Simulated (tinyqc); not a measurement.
Pariser-Parr-Pople SCF with singles CI, for the molecule [CH2+]c1cncc(C=O)c1 (SMILES; centres numbered as the heavy atoms are written), step by step. One step of it, computed by the program tinyqc.

Question. Iteration 2: Fock matrix. F_rr = H_rr + P_rr gamma_rr / 2 + sum_(s != r) P_ss gamma_rs; F_rs = H_rs - P_rs gamma_rs / 2; E = tr P (H + F) / 2 + core repulsion sum_(r<s) z_r z_s gamma_rs.

P after iteration 1, lower triangle:
```
           1C         2C         3C         4N         5C        6C        7C         8O
1C   0.491789
2C   0.682522   1.009513
3C   0.296403   0.491360   0.782995
4N  -0.126031  -0.012315   0.703369   1.118627
5C  -0.276236  -0.195059   0.121645   0.627841   0.761608
6C  -0.118287  -0.002383  -0.261951   0.007353   0.577466  0.984726
7C  -0.012361  -0.031914  -0.021329  -0.037779   0.040256  0.369888  0.830030
8O   0.062922  -0.000226   0.148713  -0.004591  -0.205795  0.005832  0.901544   1.192886
9C   0.273120   0.501353  -0.139453  -0.270193   0.189869  0.667776  0.045615  -0.254467

          9C
9C  0.827825
```

core matrix H (eV), lower triangle:
```
            1C          2C          3C          4N          5C          6C          7C          8O
1C  -36.252524
2C   -2.390000  -42.799319
3C    0.000000   -2.390000  -41.210944
4N    0.000000    0.000000   -2.340000  -45.193276
5C    0.000000    0.000000    0.000000   -2.340000  -42.526025
6C    0.000000    0.000000    0.000000    0.000000   -2.390000  -44.419627
7C    0.000000    0.000000    0.000000    0.000000    0.000000   -2.390000  -39.893490
8O    0.000000    0.000000    0.000000    0.000000    0.000000    0.000000   -2.450000  -41.931951
9C    0.000000   -2.390000    0.000000    0.000000    0.000000   -2.390000    0.000000    0.000000

            9C
9C  -42.895847
```

repulsion gamma_rs (eV), lower triangle:
```
           1C         2C         3C         4N         5C         6C         7C         8O
1C  10.410000
2C   5.174469  10.410000
3C   3.781791   5.173457  10.410000
4N   2.911857   3.927230   5.451375  12.790000
5C   2.579163   3.442014   3.781462   5.452050  10.410000
6C   2.830668   3.781462   3.442552   3.927837   5.173457  10.410000
7C   2.310373   2.830739   2.579363   2.911974   3.781467   5.174060  10.410000
8O   1.982686   2.395888   2.319478   2.738084   3.635508   4.016140   5.624052  14.400000
9C   3.781517   5.174060   3.781467   3.562869   3.780905   5.173452   3.781462   2.960115

           9C
9C  10.410000
```

Centres (angstrom, eV; a flat drawing with bonds scaled to 1.40 angstrom):

| centre | x | y | core charge z | W | gamma_rr |
|---|---|---|---|---|---|
| 1C | 2.769000 | -1.165000 | 1 | 10.900000 | 10.410000 |
| 2C | 1.597000 | -0.400000 | 1 | 10.900000 | 10.410000 |
| 3C | 1.674000 | 0.998000 | 1 | 10.900000 | 10.410000 |
| 4N | 0.502000 | 1.764000 | 1 | 14.310000 | 12.790000 |
| 5C | -0.747000 | 1.132000 | 1 | 10.900000 | 10.410000 |
| 6C | -0.824000 | -0.266000 | 1 | 10.900000 | 10.410000 |
| 7C | -2.073000 | -0.898000 | 1 | 10.900000 | 10.410000 |
| 8O | -3.245000 | -0.133000 | 1 | 16.260000 | 14.400000 |
| 9C | 0.348000 | -1.032000 | 1 | 10.900000 | 10.410000 |

Give: F; pi energy.

Answer.

F (eV), lower triangle:
```
         1C       2C      3C       4N      5C      6C      7C       8O
1C  -10.086
2C   -4.156  -10.720
3C   -0.560   -3.661  -9.647
4N    0.183    0.024  -4.257  -11.722
5C    0.356    0.336  -0.230   -4.052  -9.059
6C    0.167    0.005   0.451   -0.014  -3.884  -9.687
7C    0.014    0.045   0.028    0.055  -0.076  -3.347  -8.488
8O   -0.062    0.000  -0.172    0.006   0.374  -0.012  -4.985  -11.228
9C   -0.516   -3.687   0.264    0.481  -0.359  -4.117  -0.086    0.377

        9C
9C  -9.914
```

pi energy = -111.998 eV
